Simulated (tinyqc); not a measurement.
Bethe-Salpeter matrix of a two-band square lattice (Tamm-Dancoff form): sweeps and comparisons. A value that a table varies takes the place of the one given here.

One valence and one conduction band, lattice period 1, mesh k = 2 pi j/N along each axis (first index slowest). Pair energies D(k) = Eg + 2 t sum(1 - cos k), t = tc + tv. Screened attraction W(R) = U at R = 0 and V/|R| otherwise, R over the N x N cells with the nearest image; W(q) = sum_R W(R) cos(q R). H(k, k') = D(k) delta - W(k - k')/Nk + 2 J/Nk for singlets (J = 0 for triplets), Nk the number of k points. With a constant transition dipole the strength of a state is f = (sum_k A_k)^2/Nk, and the f sum to 1.

Parameters, chosen for this exercise: Eg = 2.4 eV (quasiparticle gap); tc = 0.23 eV (conduction hopping); tv = 0.08 eV (valence hopping); U = 1.65 eV (attraction in the same cell); V = 0.48 eV (attraction at one cell distance); J = 0.3 eV (exchange in the same cell); fs = (0.2, 0.4, 0.7, 1, 1.4, 2, 2.6) (scale factors of U and V).

## Convergence with the k mesh

Lowest triplet and singlet, and f of the singlet, against N.

Results:
```
N,Eg - E triplet (eV),Eg - E singlet (eV),f singlet
3,0.8247,0.5422,0.3138
4,0.7629,0.4582,0.3162
6,0.7421,0.4044,0.3625
9,0.7406,0.3929,0.3931
14,0.7406,0.3922,0.3964
22,0.7406,0.3922,0.3964
36,0.7406,0.3922,0.3964
```

What can be read from the table?

The coarsest mesh misjudges the singlet binding by +0.1500 eV against the finest: a mesh of N points along an axis repeats the pair every N cells. The triplet is within 1 meV of the last row from N = 9 on. The singlet is within 1 meV of the last row from N = 9 on. The more tightly bound triplet is the smaller object in R, so it needs no more points than the singlet.

## Strength of the attraction

Triplets, N = 24; U and V scaled together, as weaker screening would do. f is the weight at R = 0.

Results:
```
scale,U/t,binding (eV),f,Eg - second level (eV)
0.20,1.06,0.0293,0.055,0.0024
0.40,2.13,0.1195,0.223,0.0176
0.70,3.73,0.3766,0.533,0.0466
1.0,5.32,0.7406,0.733,0.0988
1.4,7.45,1.3066,0.857,0.1991
2.0,10.65,2.2252,0.929,0.3886
2.6,13.84,3.1768,0.958,0.6042
```

What does this show?

The binding grows with exponent 2.03 between scales 0.2 and 0.4 and 1.36 over the last two rows (about 2 for a wide, hydrogen-like pair, 1 for a pair held in one cell). f rises from 0.055 to 0.958. On this mesh a second level lies below the gap from scale 0.2 on; in an infinite lattice the tail V/|R| binds a whole series at any scale. The binding exceeds Eg in the rows from scale 2.6 on, where the ground state itself would be unstable. 

## What each parameter does

N = 24: lowest singlet, its binding and f, and the singlet-triplet splitting. Each row changes one parameter from the base and keeps the others.

Results:
```
case,singlet (eV),binding (eV),f,splitting (eV)
base,2.0078,0.3922,0.396,0.3483
Eg = 2.6 eV,2.2078,0.3922,0.396,0.3483
tc = 0.3 eV,2.0584,0.3416,0.304,0.2809
tv = 0.05 eV,1.9805,0.4195,0.448,0.3806
U = 1.32 eV,2.1058,0.2942,0.210,0.2290
V = 0.58 eV,1.9565,0.4435,0.357,0.3230
J = 0.45 eV,2.0992,0.3008,0.224,0.4398
```

How do the results move?

The largest shifts from the base row, up to three for each result and ties (the steps differ in size, so this ranks the rows, not the parameters). singlet (eV): Eg +0.2000, U +0.0980, J +0.0915. binding (eV): U -0.0980, J -0.0915, V +0.0513; unchanged at the printed digits by Eg. f: U -0.186, J -0.173, tc -0.093; unchanged at the printed digits by Eg. splitting (eV): U -0.1193, J +0.0915, tc -0.0675; unchanged at the printed digits by Eg. At zero total momentum only the sum tc + tv enters.

Program tinyqc; command `OMP_NUM_THREADS=1 python tinyqc.py 1281554 1281555 out.jsonl`; about 0.9 s on one thread of a shared Intel(R) Xeon(R) Processor @ 2.30GHz.
